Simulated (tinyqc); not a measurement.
# Insulator thickness and V0 from two charges

Question. In an undoped wire Vg - V0 = Q/Cox + Vt ln(Q/Q0) + Vt ln(1 + Q/Q0) at the source, with Q0 = 4 eps0 eps_r Vt/R and Cox = eps0 eox/(R ln(1 + tox/R)). Find Cox, tox and V0.

Inputs (values chosen for the exercise); material values close to those of silicon:

| symbol | value | unit | meaning |
|---|---|---|---|
| T | 300 | K | temperature |
| eps_r | 11.8 |  | relative permittivity of the semiconductor |
| eox | 9.23 |  | relative permittivity of the gate insulator |
| R | 4 | nm | wire radius |

Constants: q = 1.602176634e-19 C, kB = 1.380649e-23 J/K, Vt = kB T/q, eps0 = 8.8541878128e-14 F/cm where lengths are in cm. Results are converted to the units shown.

Qs at Vg = 1.07 and 1.47 V (nC/cm^2): [537.75252, 1299.8929]

Answer. The two equations are linear in 1/Cox and V0; tox follows by inverting the logarithm.

Cox = 2.12 uF/cm^2
tox = 6.50 nm
V0 = 0.770 V

Numbers from tinyqc (`OMP_NUM_THREADS=1 python tinyqc.py 2460103 2460104 out.jsonl`; about 0.03 s on one thread of a shared Intel Xeon 2.30GHz).
